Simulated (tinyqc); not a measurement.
# Softening the TO mode

Model: single-oscillator infrared dielectric function of a polar cubic crystal. Computed by tinyqc, a small Python program. Command: `OMP_NUM_THREADS=1 python tinyqc.py 3016416 3016417 out.jsonl infrared sweep`. One thread of a shared host (Intel(R) Xeon(R) Processor @ 2.30GHz), about 0.01 s of CPU time with the checks.

One ion pair, charges +Z* and -Z*, in a cell of volume Omega = a^3/4. Frequencies omega are given as wavenumbers (1/cm); eps_s is the static dielectric constant.

Inputs (values chosen for the exercise, modelled on gallium phosphide):

| quantity | value | unit |
|---|---|---|
| lattice constant a | 5.451 | angstrom |
| mass M_A | 69.72 | u |
| mass M_B | 30.97 | u |
| Born charge Z* | 2 | e |
| eps_inf | 8.87 | - |

Structure: zinc blende. Free carriers: present.

Constants: nu for 1 eV/(angstrom^2 u) = 15.6333042 THz; 1 THz = 33.35640952 1/cm; e^2/(4 pi eps_0) = 14.39964548 eV angstrom.

Method. mu = M_A M_B/(M_A + M_B); ionic plasma term W^2 = 4 pi Z*^2 (e^2/(4 pi eps_0))/(Omega mu) in eV/(angstrom^2 u), turned into 1/cm by W = 15.6333042 x 33.35640952 x sqrt(W^2); omega_LO^2 = omega_TO^2 + W^2/eps_inf; eps_s = eps_inf + W^2/omega_TO^2; Szigeti charge 3 Z*/(eps_inf + 2); longitudinal (Callen) charge Z*/eps_inf.

One run for each value:

| omega_TO (1/cm) | eps_s | omega_LO (1/cm) | W (1/cm) |
|---|---|---|---|
| 45 | 120.8 | 166.1 | 476.1 |
| 61 | 69.8 | 171.1 | 476.1 |
| 110 | 27.6 | 194.0 | 476.1 |
| 160 | 17.7 | 226.2 | 476.1 |
| 220 | 13.6 | 271.9 | 476.1 |
| 300 | 11.4 | 339.9 | 476.1 |
| 410 | 10.2 | 440.1 | 476.1 |
| 560 | 9.6 | 582.4 | 476.1 |

Give the missing row, omega_TO (1/cm) = 84.

Computed row:
```
omega_TO (1/cm)  eps_s  omega_LO (1/cm)  W (1/cm)
84                41.0            180.6     476.1
```

Interpolating between the two neighbouring rows (the first column on a logarithmic scale, the others too where they are positive) misses most in eps_s, by 2.9 %. Over the rows, eps_s falls from 121 to 9.59 (exponent d ln y / d ln x -1.8 between the first rows and -0.20 between the last); omega_LO (1/cm) rises from 166 to 582 (exponent d ln y / d ln x 0.098 between the first rows and 0.90 between the last); W (1/cm) does not change. As omega_TO softens, eps_s - eps_inf grows as 1/omega_TO^2 while omega_LO tends to W/sqrt(eps_inf) = 160 per cm: the Lyddane-Sachs-Teller picture of a ferroelectric soft mode.
